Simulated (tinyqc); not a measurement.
Screening unbinds the donor: static screening by free carriers.

kF = (3 pi^2 n/Mv)^(1/3), EF = c kF^2/m with c = hbar^2/2m0, n in 1/angstrom^3 (1e-24 per 1/cm^3), e2 = e^2/(4 pi eps0). Thomas-Fermi: qTF^2 = 6 pi e2 n/(eps EF). Debye: qD^2 = 4 pi e2 n/(eps kB T).

F_j(eta) = (1/Gamma(j + 1)) integral_0^infinity x^j dx/(1 + exp(x - eta)), which tends to exp(eta) for eta << 0.

At finite T: qs^2 = qD^2 F_-1/2(eta)/F_1/2(eta), where n = Mv N F_1/2(eta) and N = 2 (m kB T/(4 pi c))^(3/2) with c = hbar^2/2m0, in 1/angstrom^3; times 1e24 for 1/cm^3.

Donor in the screened potential -(e2/eps) exp(-qs r)/r with the trial function exp(-r/a): E(a) = c/(m a^2) - (e2/eps) 4/(a (2 + qs a)^2), e2 = e^2/(4 pi eps0), c = hbar^2/2m0; isotropic mass.

Constants: hbar^2/2m0 = 3.80998211 eV angstrom^2; e^2/(4 pi eps0) = 14.39964547 eV angstrom; kB = 8.617333262e-05 eV/K; a0 (Bohr radius) = 0.5291772105 angstrom.

Inputs chosen for the exercise (near those of GaN; the results hold for these values, not for the real material): m = 0.201 m0 (mass of one isotropic valley); Mv = 1 (valleys); eps = 9.39 (background dielectric constant); T = 200 K.

All carriers n are taken as free and screen with qs(T); E(a) is minimised over a; a dash marks no bound state. aB = a0 eps/m.

Donor level:
```
n (1/cm^3)  n^(1/3) aB  qs aB  E (meV)   a/aB
5.0e+14          0.020  0.018   -29.89  1.000
4.0e+15          0.039  0.052   -27.90  1.002
2.0e+16          0.067  0.117   -24.37  1.009
7.0e+16          0.102  0.217   -19.51  1.029
2.0e+17          0.145  0.360   -13.69  1.076
5.0e+17          0.196  0.547    -7.77  1.175
1.0e+18          0.247  0.730    -3.60  1.338
3.0e+18          0.357  1.065        -      -
```

aB = 24.7 angstrom

What can be read from this table?

The level rises from -29.89 meV at the lowest density to -3.60 meV at 1e+18 1/cm^3, against -31.02 meV unscreened. The trial function finds no bound state from 3e+18 1/cm^3 on, where qs aB = 1.06 and n^(1/3) aB = 0.36. This trial function loses binding at qs aB = 1 and the exact Yukawa problem at 1.19; the Mott rule of thumb is n^(1/3) aB = 0.26.

Program tinyqc; command `OMP_NUM_THREADS=1 python tinyqc.py 1650842 1650843 out.jsonl`; about 0.01 s on one thread of a shared Intel(R) Xeon(R) Processor @ 2.30GHz.
